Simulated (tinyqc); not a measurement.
On-chip interconnect, size-dependent resistivity and RC delay: one step of the calculation.

A rectangular line between two neighbours and two ground planes. Surface and grain-boundary scattering are added to the bulk resistivity as corrections; capacitances are parallel-plate values without fringing; inductance is ignored.

Problem. Node voltages after a time step. A 1 V step is applied behind Rd at t = 0. C dv/dt = -G v + b, with G the conductance matrix of the ladder (1/Rs between neighbours, 1/Rd added at node 0) and b = (1 V/Rd, 0, ...). Trapezoidal step: (C/dt + G/2) v(new) = (C/dt - G/2) v + b.

Values chosen for this exercise:
- Rd = 13000 ohm (driver resistance)
- dt = 54 ps (time step)

Rs = 945.09410 ohm

| node | C (fF) | v at t = 0 (V) |
|---|---|---|
| 0 | 1.6609761 | 0 |
| 1 | 3.3219521 | 0 |
| 2 | 3.3219521 | 0 |
| 3 | 3.3219521 | 0 |
| 4 | 3.1609761 | 0 |

Wanted: v at t = 1 dt.

Solution.

v at t = 1 dt, node 0 to 4 (V): [0.3762, 0.2801, 0.2165, 0.1780, 0.1603]

Computed by the program tinyqc: `OMP_NUM_THREADS=1 python tinyqc.py 2100165 2100166 out.jsonl`, one thread of a shared Intel Xeon 2.30GHz, about 0.01 s for the whole run.
